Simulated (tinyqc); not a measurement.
Three ways to interpolate a mass: alloy A(1-x)B(x) by interpolation with bowing.

Each gap follows E(x) = (1 - x) E_A + x E_B - C x (1 - x); the lattice constant follows Vegard, a(x) = (1 - x) a_A + x a_B.

Mass at Gamma from the Kane formula 1/m = F + Ep (Eg + 2 Dso/3)/(Eg (Eg + Dso)). F is fixed by the masses of A and B and interpolated linearly, as is Ep; Eg and Dso carry their bowing.

Inputs chosen for the exercise (A near GaSb, B near GaAs; not measured data):
- Eg = (0.815, 1.497) eV (gap at Gamma to the s-like level of A, B)
- Dso = (0.757, 0.336) eV (spin-orbit splitting of A, B)
- Ep = (27.3, 25.6) eV (Kane energy of A, B)
- me = (0.039, 0.0671) m0 (electron mass at Gamma of A, B)
- C = (1.332, 1.284, 1.305) eV (bowing of the Gamma, X and L gaps)
- Cs = 0.46 eV (bowing of Dso)

Linear in m, linear in 1/m, and the Kane formula.

Masses (m0):

| x | Eg (eV) | linear in m | linear in 1/m | Kane | Kane m/Eg (1/eV) |
|---|---|---|---|---|---|
| 0.000 | 0.815 | 0.0390 | 0.0390 | 0.0390 | 0.0479 |
| 0.125 | 0.755 | 0.0425 | 0.0412 | 0.0357 | 0.0473 |
| 0.250 | 0.736 | 0.0460 | 0.0436 | 0.0344 | 0.0467 |
| 0.375 | 0.759 | 0.0495 | 0.0463 | 0.0350 | 0.0462 |
| 0.625 | 0.929 | 0.0566 | 0.0528 | 0.0420 | 0.0452 |
| 0.750 | 1.077 | 0.0601 | 0.0569 | 0.0483 | 0.0449 |
| 0.875 | 1.266 | 0.0636 | 0.0616 | 0.0567 | 0.0448 |
| 1.000 | 1.497 | 0.0671 | 0.0671 | 0.0671 | 0.0448 |

Give the missing row, x = 0.500.

Computed row:
```
x      Eg (eV)  linear in m  linear in 1/m    Kane  Kane m/Eg (1/eV)
0.500    0.823       0.0530         0.0493  0.0375            0.0456
```

At x = 0.5 the three give 0.0530, 0.0493 and 0.0375; judged by the largest distance, the Kane value is closer to the interpolation in 1/m (largest distances 0.0155 m0 from the rule in m, 0.0118 m0 from the rule in 1/m), and it dips below both end values, following the bowed gap, which neither rule can do. The ratio m/Eg varies by a factor of 1.07 while the gap varies by 2.03; a constant ratio is the two-band rule m = Eg/Ep at fixed Ep.

(tinyqc, `OMP_NUM_THREADS=1 python tinyqc.py 1050765 1050766 out.jsonl`, Intel(R) Xeon(R) Processor @ 2.30GHz, 1 thread, shared host, about 0.01 s.)
